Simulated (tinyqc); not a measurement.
MOSFET in the linear regime without short-channel effects, parameter extraction from computed curves: two steps of the calculation.

Inversion charge Q = Cox n Vt W0(exp((Vg - VT)/(n Vt))), W0 the Lambert function and n = nf; u = Q/Cox; mobility mu = mu0/(1 + th1 u + th2 u^2); channel resistance Rch = (L - dL)/(W mu Q); Id = Vd/(Rch + Rsd/W). Cox = eps0 eox/tox. Small Vd, no channel-length or drain effects.

Parameters, values chosen for the exercise; channel values of the order met in silicon transistors:
- T = 400 K (temperature)
- eox = 25.1 (relative permittivity of the gate insulator (close to zirconium oxide))
- tox = 19 nm (insulator thickness)
- mu0 = 170 cm^2/(V s) (low-field mobility)
- th1 = 0.67 1/V (first mobility attenuation factor)
- th2 = 0 1/V^2 (second mobility attenuation factor)
- VT = 0.66 V (threshold voltage)
- nf = 1.3 (body factor)
- W = 1 um (gate width)
- L = 0.042 um (drawn gate length)
- dL = 0.011 um (drawn less effective length)
- Rsd = 520 ohm um (source plus drain resistance)
- Vd = 0.01 V (drain voltage)

Constants: q = 1.602176634e-19 C, kB = 1.380649e-23 J/K, Vt = kB T/q, eps0 = 8.8541878128e-14 F/cm where lengths are in cm. Results are converted to the units shown.

Task 1. Transfer curve. u, mu, Rch and Id as defined.

| point | Vg (V) |
|---|---|
| 0 | 0.42 |
| 1 | 0.54 |
| 2 | 0.66 |
| 3 | 0.78 |
| 4 | 0.9 |
| 5 | 1.02 |
| 6 | 1.14 |
| 7 | 1.26 |
| 8 | 1.38 |
| 9 | 1.5 |

Wanted: u; mu; Rch; Id.

Result 1.

| point | u (V) | mu (cm^2/(V s)) | Rch (ohm) | Id (uA) |
|---|---|---|---|---|
| 0 | 2.1052e-4 | 169.98 | 7.4066e5 | 0.013492 |
| 1 | 0.0028865 | 169.67 | 54114 | 0.18304 |
| 2 | 0.025414 | 167.15 | 6238.9 | 1.4795 |
| 3 | 0.089167 | 160.42 | 1852.8 | 4.2143 |
| 4 | 0.17815 | 151.87 | 979.54 | 6.6687 |
| 5 | 0.27818 | 143.29 | 664.87 | 8.4397 |
| 6 | 0.38377 | 135.23 | 510.69 | 9.7023 |
| 7 | 0.49258 | 127.82 | 420.95 | 10.628 |
| 8 | 0.60348 | 121.05 | 362.79 | 11.328 |
| 9 | 0.71583 | 114.90 | 322.24 | 11.873 |

Task 2. The Y function. Y_i = Id_i/sqrt(gm_i). For Id = beta Vd x/(1 + th x), x = Vg - VT, Y = sqrt(beta Vd) x whatever th. Slope s from points 5 and 8; VT_Y = Vg - Y/s at point 8; beta = s^2/Vd; mobility beta L/(W Cox) with the drawn L; th* = (beta Vd x/Id - 1)/x at point 8.

| point | Vg (V) | Id (uA) |
|---|---|---|
| 0 | 0.42 | 0.013491943 |
| 1 | 0.54 | 0.18303675 |
| 2 | 0.66 | 1.4795324 |
| 3 | 0.78 | 4.2143488 |
| 4 | 0.9 | 6.6687125 |
| 5 | 1.02 | 8.4397375 |
| 6 | 1.14 | 9.7022597 |
| 7 | 1.26 | 10.627584 |
| 8 | 1.38 | 11.327778 |
| 9 | 1.5 | 11.873096 |

| point | gm (uS) |
|---|---|
| 1 | 6.1085021 |
| 2 | 16.797134 |
| 3 | 21.621583 |
| 4 | 17.605786 |
| 5 | 12.639780 |
| 6 | 9.1160282 |
| 7 | 6.7729914 |
| 8 | 5.1896325 |

Give: Y; s; VT_Y; beta; mobility from Y; th*.

Result 2.

| point | Y (uA^0.5 V^0.5) |
|---|---|
| 1 | 0.07406 |
| 2 | 0.3610 |
| 3 | 0.9063 |
| 4 | 1.589 |
| 5 | 2.374 |
| 6 | 3.213 |
| 7 | 4.084 |
| 8 | 4.973 |

s = 7.218 uA^0.5 V^-0.5
VT_Y = 0.6911 V
beta = 5211 uA/V^2
mobility from Y = 187.1 cm^2/(V s)
th* = 3.148 1/V

The mobility from Y is 19 % below mu0 L/(L - dL) = 230 cm^2/(V s), which it should reach in deep inversion when th2 = 0.

Computed by the program tinyqc: `OMP_NUM_THREADS=1 python tinyqc.py 2210063 2210064 out.jsonl`, one thread of a shared Intel Xeon 2.30GHz, about 0.01 s for the whole run.
